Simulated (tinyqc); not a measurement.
# Changing the strip width w

Model: square-lattice Ising model by mean field, Bethe lattice, transfer matrix, exact enumeration and Monte Carlo steps. Computed by tinyqc, a small Python program. Command: `OMP_NUM_THREADS=1 python tinyqc.py 3009656 3009657 out.jsonl ising sweep`. One thread of a shared host (Intel(R) Xeon(R) Processor @ 2.30GHz), about 0.04 s of CPU time with the checks.

H = -J sum over nearest pairs s_i s_j, s = +-1, no field, periodic boundaries; energies per site are in J. As a lattice gas or an alloy, s marks which species holds the site.

Inputs (values chosen for the exercise, for a model lattice): coupling J = 12.4 meV; temperature T = 651 K.

Constants: k_B = 8.617333262e-05 eV/K.

Method:
- K = J/(k_B T). Onsager: k_B T_c/J = 2/ln(1 + sqrt 2); mean field: 4; Bethe lattice with z = 4: 2/ln 2.
- Strip of w sites, periodic across (for w = 2 the pair is joined by two bonds): T(s, s') = exp(K [sum_i s_i s'_i + (r(s) + r(s'))/2]), r(s) = sum_i s_i s_(i+1).
- With the eigenvalues l1 > l2: -f/(k_B T) = ln(l1)/w per site; xi = 1/ln(l1/l2) rows.

One run for each value:
```
strip width w,-f/(k_B T),correlation length xi
2,0.76895,0.84275
3,0.74847,0.90085
4,0.74500,0.91677
5,0.74430,0.92117
6,0.74414,0.92244
7,0.74410,0.92282
8,0.74409,0.92293
```

Describe and explain the trends.

Over the rows, -f/(k_B T) falls from 0.769 to 0.744; correlation length xi rises from 0.843 to 0.923 (exponent d ln y / d ln x 0.16 between the first rows and 9.3e-4 between the last). xi/w goes from 0.421 to 0.115: between the last two widths it falls, the mark of T above T_c. Where xi/w is the same for two widths lies the estimate of T_c.

Extremes, crossings and ranges named in words are read from the listed rows.
